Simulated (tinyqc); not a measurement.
# Equilibrium crystal shape, supported particles, Gibbs-Thomson effect and coarsening, step by step

A worked calculation. Computed by tinyqc, a small Python program that keeps every step. Command: `OMP_NUM_THREADS=1 python tinyqc.py 3015498 3015499 out.jsonl wulff walk`. One thread of a shared host (Intel(R) Xeon(R) Processor @ 2.30GHz), about 0.04 s of CPU time with the checks. Intermediate numbers are printed to about 6 digits and carried at full precision; extremes and crossings named in words are read from the listed rows.

A cubic crystal bounded by {100}, {110} and {111} facets only.

Inputs (values chosen for the exercise, for a model metal):
```
quantity                                value      unit
lattice constant a                       2.95  angstrom
first-neighbour bond energy e1          0.393        eV
second-neighbour bond energy e2          0.19        eV
atoms in the particle N                   330         -
work of adhesion W_a                      1.4     J/m^2
temperature T                             600         K
precipitate interface energy gamma_i     0.47     J/m^2
solubility x_inf at a flat interface   0.0054         -
diffusivity D                         3.7e-18     m^2/s
mean radius at the start r0               2.9        nm
time t                                    140         s
```

Surface energies: broken bonds, fcc.

Constants: 1 eV/angstrom^2 = 16.02176634 J/m^2; e = 1.602176634e-19 C; k_B = 8.617333262e-05 eV/K; k_B = 1.380649e-23 J/K.

## Surface energies from broken bonds

A cut with normal n breaks sum_R |R.n|/(2 Omega) bonds per area (R over all neighbours of a shell) and makes two surfaces: gamma = sum over shells e_s sum_R |R.n|/(4 Omega). fcc: 12 neighbours a/2 (1,1,0), 6 at a (1,0,0), Omega = a^3/4.

gamma (J/m^2): (100) 3.59374, (110) 4.05908, (111) 3.71814

Omega = 6.41809 angstrom^3

The lowest energy belongs to (100).

## The Wulff shape

Wulff construction: the facet planes lie at distances lambda gamma from the centre, and the shape is the region inside all of them; V = (1/3) sum of area x distance. gamma_mean = sum A gamma / sum A; shape factor eta = A/V^(2/3) (4.836 for a sphere). lambda follows from V = N Omega.

area fractions: {100} 0.413139, {110} 0.166095, {111} 0.420766

gamma_mean = 3.72337 J/m^2

shape factor eta = 5.12106

distances of the planes from the centre (nm): {100} 0.726125, {110} 0.820149, {111} 0.751261

surface energy per atom = 0.594774 eV

Present: {100}, {110}, {111}. Caution: below a few thousand atoms edges and corners add to the energy and facets hold few atoms.

## Chemical potential of the particle

For the Wulff shape mu - mu(bulk) = 2 Omega gamma/h, with gamma and h = lambda gamma the energy and distance of any one facet plane, here (111); the vapour pressure rises by exp[(mu - mu(bulk))/(k_B T)].

mu - mu(bulk) = 396.516 meV

pressure ratio = 2140.84

This is 2/3 of the surface energy per atom (0.6667), since the total surface energy goes as N^(2/3).

## The particle on a substrate

Winterbottom: the particle sits on its largest facet family, {111}, with energy gamma_f; the substrate plane cuts the shape at the distance lambda (gamma_f - W_a) below the centre. Height over that of the free particle at the same lambda = (2 gamma_f - W_a)/(2 gamma_f). An isotropic particle with gamma_mean has cos(theta) = W_a/gamma_mean - 1 (Young-Dupre); a film dewets into particles whenever W_a < 2 gamma.

relative height = 0.811734

contact angle theta = 128.609 degrees

W_a is below gamma_f: more than half of the shape shows.

## Gibbs-Thomson solubility and coarsening

Spherical precipitates of nearly pure solute with atomic volume Omega: x(r) = x_inf exp(l/r), l = 2 gamma_i Omega/(k_B T). Diffusion-limited coarsening at small volume fraction (Lifshitz-Slyozov-Wagner): r^3 = r0^3 + K t, K = (4/9) D x_inf l; the number density falls as (r0/r)^3. The steady size distribution is assumed from the start, and D and x_inf are inputs that do not follow T.

capillary length l = 0.728282 nm

x(r0)/x_inf = 1.28548

rate constant K = 0.00646714 nm^3/s

mean radius at t = 2.93545 nm

number density over its start = 0.964206

The time to double the radius is 7 r0^3/K = 26000 s; t is 0.0053 times that. Caution: l is not small against r0, so the linearised Gibbs-Thomson law behind the coarsening rate is rough.

## Shape against the ratio gamma(100)/gamma(111)

Wulff construction: the facet planes lie at distances lambda gamma from the centre, and the shape is the region inside all of them; V = (1/3) sum of area x distance. gamma_mean = sum A gamma / sum A; shape factor eta = A/V^(2/3) (4.836 for a sphere). gamma(110)/gamma(111) is held at the value of this crystal.

Area fractions:
```
gamma(100)/gamma(111)    {100}     {110}     {111}      eta
0.550                  1.00000  0.000000  0.000000  6.00000
0.580                  0.99995  0.000000  0.000054  5.99976
0.696                  0.92008  0.000000  0.079921  5.75421
0.822                  0.68584  0.048244  0.265912  5.35073
0.967                  0.41244  0.166432  0.421125  5.12078
1.080                  0.26492  0.245127  0.489954  5.09969
1.260                  0.10538  0.360076  0.534548  5.17466
1.750                  0.00000  0.478274  0.521726  5.30766
```

{100} holds 100 % of the area in the first row and 0 % in the last; without {110} the limits are a cube below 1/sqrt(3) = 0.577 and an octahedron above sqrt(3) = 1.732. The roundest shape among these rows (eta = 5.100) is at the ratio 1.08; {110} shows in 5 rows.

Checks made by the program: volume against one third of area times distance (relative difference below 1e-10).
